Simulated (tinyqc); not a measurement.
Inside a calculation. Model: rapid thermal processing of a wafer: radiative balance, ramp and cooling, pattern effects, pyrometer error and spike budget. Computed by tinyqc, a small Python program that keeps every step. Command: `OMP_NUM_THREADS=1 python tinyqc.py 3113645 3113646 out.jsonl rtp walk`. One thread of a shared host (Intel(R) Xeon(R) Processor @ 2.30GHz), about 0.04 s of CPU time with the checks. Intermediate numbers are printed to about 7 digits and carried at full precision; extremes and crossings named in words are read from the listed rows.

The wafer is opaque and uniform through its thickness unless said otherwise; temperatures in formulas are in kelvin (C + 273.15). sigma = 5.670374419e-12 W/(cm^2 K^4).

Inputs (values chosen for the exercise, modelled on a hot silicon wafer): wafer thickness d = 625 micrometre; heat capacity per volume C = 2.19 J/(cm^3 K); thermal conductivity k = 0.23 W/(cm K); emissivity eps of each face = 0.66; reflectivity of the chamber walls r = 0.11; gas heat-transfer coefficient h, both faces together = 5.6 mW/(cm^2 K); wall temperature T_w = 500 K; process temperature = 706 C; starting temperature = 550 C; ramp rate = 45 K/s; relative change of absorptivity over a pattern = 2.9 %; period of the pattern = 0.6 mm; pyrometer wavelength = 4.5 micrometre; error of the assumed emissivity = 9.2 %; activation energy of the process E_a = 2 eV.

Constants: k_B = 8.617333262e-05 eV/K; h = 6.62607015e-34 J s; c = 299792458 m/s; k_B = 1.380649e-23 J/K.

## Power to hold and to ramp

Effective emissivity between parallel grey plates: eps_eff = 1/(1/eps + 1/(1 - r) - 1). Loss per area q(T) = 2 eps_eff sigma (T^4 - T_w^4) + h (T - T_w). Absorbed power during a ramp = q(T) + C d x ramp rate; thermal time constant tau = C d/(dq/dT), dq/dT = 8 eps_eff sigma T^3 + h; natural cooling rate q/(C d); front-to-back difference under one-sided heating at the end of the ramp = (absorbed power) d/(2 k).

eps_eff = 0.6102223

holding power q = 8.611736 W/cm^2

power at the end of the ramp = 14.77111 W/cm^2

dq/dT = 31.58588 mW/(cm^2 K)

time constant tau = 4.333423 s

natural cooling rate = 62.91679 K/s

front-to-back difference = 2.006944 K

Radiation carries 69 % of the loss. The ramp needs 1.7 times the holding power.

## Cooling curve

Cooling with the lamps off: C d dT/dt = -q(T), integrated adaptively (relative tolerance 1e-10).

Lamps off at t = 0:
```
t (s)     T (C)  cooling rate (K/s)
0.43   680.2174            57.15705
0.87   656.2043            52.12274
1.70   616.2819            44.41439
3.00   564.6367            35.56799
4.30   522.7288            29.23122
6.50   467.1295            21.85470
11.00  390.2334            13.31639
17.00  329.2190             7.68492
```

The rate falls from 62.9 K/s at t = 0 to 7.68 K/s in the last row.

## Thermal budget of a spike

Spike anneal: linear ramp to the peak, then lamps off. Equivalent time at the peak = int exp(-(E_a/k_B)(1/T - 1/T_peak)) dt; estimate (k_B T^2/E_a)(1/ramp rate + 1/cooling rate). The ramp part uses 4000 trapezoid steps, the cooling part 4000 steps over 4 tau. Time within 50 K of the peak from the same curves.

equivalent time, ramp = 0.8421477 s

equivalent time, cooling = 0.7026813 s

equivalent time, total = 1.544829 s

estimate = 1.574531 s

time within 50 K of the peak = 1.985032 s

Cooling supplies 45 % of the budget.

## What a faster ramp buys

The formulas are those given above.

Against the ramp rate:
```
ramp (K/s)  ramp part (s)  cooling part (s)  total (s)  power at the peak (W/cm^2)
10               3.789665         0.7026813   4.492346                      9.9805
25               1.515866         0.7026813   2.218547                     12.0336
50               0.757933         0.7026813   1.460614                     15.4555
100              0.378966         0.7026813   1.081648                     22.2992
250              0.151587         0.7026813   0.854268                     42.8305
500              0.075793         0.7026813   0.778475                     77.0492
1000             0.037897         0.7026813   0.740578                    145.4867
```

From 10 to 100 K/s the total falls by a factor 4.2, from 100 to 1000 K/s by 1.46: the cooling part, 0.703 s, is a floor, and the natural cooling rate here is 62.9 K/s.

## Pattern effect

At steady state a sinusoidal change of absorbed power of relative amplitude a and period p gives the temperature amplitude a q/(dq/dT + k d (2 pi/p)^2); healing length l = sqrt(k d/(dq/dT)); process change = E_a dT/(k_B T^2). Emissivity is taken as unchanged.

healing length l = 6.746172 mm

amplitude without lateral conduction = 7.906707 K

amplitude = 0.001583932 K

change of the process rate = 0.003834381 %

Lateral conduction cuts the amplitude to 0.020 %, since p/(2 pi l) = 0.014.

## Pyrometer error

Signal proportional to eps/(exp(c2/(lambda T)) - 1), c2 = h c/k_B. If the assumed emissivity is too high by the given error, the reading T' solves (1 + error)/(exp(c2/(lambda T')) - 1) = 1/(exp(c2/(lambda T)) - 1). Wien estimate: T' - T = -lambda T^2 ln(1 + error)/c2. Process rates go as exp(-E_a/(k_B T)).

c2 = 14387.77 micrometre K

c2/(lambda T) = 3.265365

reading less true temperature = -24.78124 K

Wien estimate = -26.39088 K

rate at T over rate at T', less 1 = 85.05466 %

Caution: below about 600 C lightly doped silicon is partly transparent at this wavelength, so its emissivity is not yet the hot value early in the ramp.

Checks made by the program: cooling time against quadrature of C d dT/q (relative difference 6e-08).
